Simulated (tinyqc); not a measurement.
# Changing the tilt of the sample

Model: Rutherford backscattering from a thin compound film on silicon: kinematics, yields, composition and thickness. Computed by tinyqc, a small Python program. Command: `OMP_NUM_THREADS=1 python tinyqc.py 3018629 3018630 out.jsonl rbs sweep`. One thread of a shared host (Intel(R) Xeon(R) Processor @ 2.30GHz), about 0.01 s of CPU time with the checks.

Singly charged helium ions (Z1 = 2, M1 = 4.0026 u) enter at the tilt angle a1 to the normal and leave at a2 = |180 - theta - tilt| in the same plane. The film is A B_x.

Inputs (values chosen for the exercise, modelled on a helium beam on WSi2): beam energy E0 = 1.5 MeV; scattering angle theta = 170 degrees; heavy element: Z_A = 74; heavy element: mass M_A = 183.8 u; heavy element: stopping eps_A at 2 MeV = 116 1e-15 eV cm^2; light element: Z_B = 14; light element: mass M_B = 28.09 u; light element: stopping eps_B at 2 MeV = 48.8 1e-15 eV cm^2; atoms of B per atom of A, x = 2.16; atomic density of the film = 71.1 1/nm^3; film thickness d = 38 nm; collected charge = 27 microcoulomb; detector solid angle = 2.3 msr; detector resolution (FWHM) = 12 keV.

Constants: e^2/(4 pi eps_0) = 14.39964548 eV angstrom; e = 1.602176634e-19 C.

Method:
- Kinematic factor K = [(sqrt(M^2 - M1^2 sin^2 theta) + M1 cos theta)/(M + M1)]^2.
- Surface edges lie at K E0; substrate silicon has M = 28.09 u. Mass resolution at M_A = resolution/(E0 dK/dM).
- Stopping per atom eps(E) = eps(2 MeV) (E/2 MeV)^(-0.4) (a law chosen for the exercise); Bragg rule eps_film = (eps_A + x eps_B)/(1 + x); areal density N d, with 1/nm^2 = 0.1 x 1e15/cm^2.
- Width of the signal of element i: [K_i eps(E0)/cos a1 + eps(K_i E0)/cos a2] N d; depth resolution = resolution x d/width of A; energy lost on the way in = eps(E0) N d/cos a1.
- Rutherford cross section in the laboratory frame: sigma = (Z1 Z e^2/(4 pi eps_0 4E))^2 (4/sin^4 theta) (r + cos theta)^2/r, r = sqrt(1 - (M1 sin theta/M)^2), times the screening factor 1 - 0.049 Z1 Z^(4/3)/E (E in keV); 1 angstrom^2 = 1e8 barn.
- Counts = (charge/e) x solid angle x sigma(E_mean) x areal density of the element/cos a1, E_mean = E0 - half the energy lost on the way in; 1 barn = 1e-24 cm^2. The ratio of areas returns x = (Y_B/Y_A)(sigma_A/sigma_B), with the counting error sqrt(1/Y_A + 1/Y_B).

One run for each value; columns: (1) tilt of the sample (degrees); (2) depth resolution (nm); (3) counting error of x without background (%); (4) energy lost on the way in (keV):
```
(1)     (2)      (3)     (4)
0    10.908  0.58069   21.24
30    9.937  0.53980   24.52
45    8.384  0.48686   30.04
55    7.009  0.43746   37.03
65    5.401  0.37383   50.26
70    4.518  0.33495   62.10
75    3.582  0.28940   82.06
80    2.584  0.23379  122.31
```

Give the missing row, tilt of the sample (degrees) = 15.

Computed row; columns: (1) tilt of the sample (degrees); (2) depth resolution (nm); (3) counting error of x without background (%); (4) energy lost on the way in (keV):
```
(1)     (2)      (3)    (4)
15   10.796  0.57057  21.99
```

Interpolating between the two neighbouring rows (linearly) misses most in energy lost on the way in (keV), by 4.1 %. Over the rows, depth resolution (nm) falls from 10.9 to 2.58; counting error of x without background (%) falls from 0.581 to 0.234; energy lost on the way in (keV) rises from 21.2 to 122. Tilting lengthens the inward path at once but shortens the outward one up to 180 - theta, so only large tilts clearly sharpen the depth scale, until roughness and straggling (left out) take over.

Caution (all rows): the silicon signal of the film merges with that of the substrate, so only the width of A can be read directly. Caution (all rows): film and substrate silicon overlap, so Y_B must be separated by a fit.
